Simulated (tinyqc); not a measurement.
Gated graphene, quantum capacitance: two steps of the calculation.

phi is the Fermi level above the Dirac point, in volts; Vg is counted from the gate voltage of charge neutrality. Ideal linear bands, no charge puddles.

Parameters, values chosen for the exercise; values close to those of graphene:
```
symbol,value,unit,meaning
T,300,K,temperature
vF,1.01e6,m/s,Fermi velocity
Dit,0,cm^-2 eV^-1,density of traps
Vg,-0.91,V,gate voltage
```

Constants: q = 1.602176634e-19 C, kB = 1.380649e-23 J/K, hbar = 1.054571817e-34 J s, Vt = kB T/q. Results are converted to the units shown.

Problem 1. New phi. N0 = (2/pi)(kB T/(hbar vF))^2; n = N0 F1(phi/Vt), p = N0 F1(-phi/Vt), F1(e) = int_0^infinity u du/(1 + exp(u - e)) = -Li2(-exp(e)); Cq = q d(n - p)/dphi = (q N0/Vt) ln[2 (1 + cosh(phi/Vt))]. Newton: f = phi + q (n - p + Dit phi)/Cox - Vg, phi(new) = phi - f/(1 + (Cq + q Dit)/Cox).

phi at the start = -0.91 V
Cox = 0.82217458 uF/cm^2

Wanted: n; p; Cq; f; phi after iteration 1.

Solution 1.

n = 4.9678e-5 cm^-2
p = 5.9801e13 cm^-2
Cq = 21.002 uF/cm^2
f = -11.654 V
phi after iteration 1 = -0.47098 V

Problem 2. Charge and capacitances at the solution. 1/C_G = 1/Cox + 1/(Cq + q Dit); dphi/dVg = Cox/(Cox + Cq + q Dit).

converged phi = -0.21717479 V
Cox = 0.82217458 uF/cm^2

Wanted: n - p; Cq; C_G; dphi/dVg.

Solution 2.

n - p = -3.5553e12 cm^-2
Cq = 5.0124 uF/cm^2
C_G = 0.70632 uF/cm^2
dphi/dVg = 0.14091

Cq is 6.10 times Cox, so C_G is 85.9 % of Cox; 23.9 % of the gate voltage has gone into phi.

Program tinyqc, `OMP_NUM_THREADS=1 python tinyqc.py 2200041 2200042 out.jsonl`; Intel Xeon 2.30GHz, shared host, one thread, about 0.01 s.
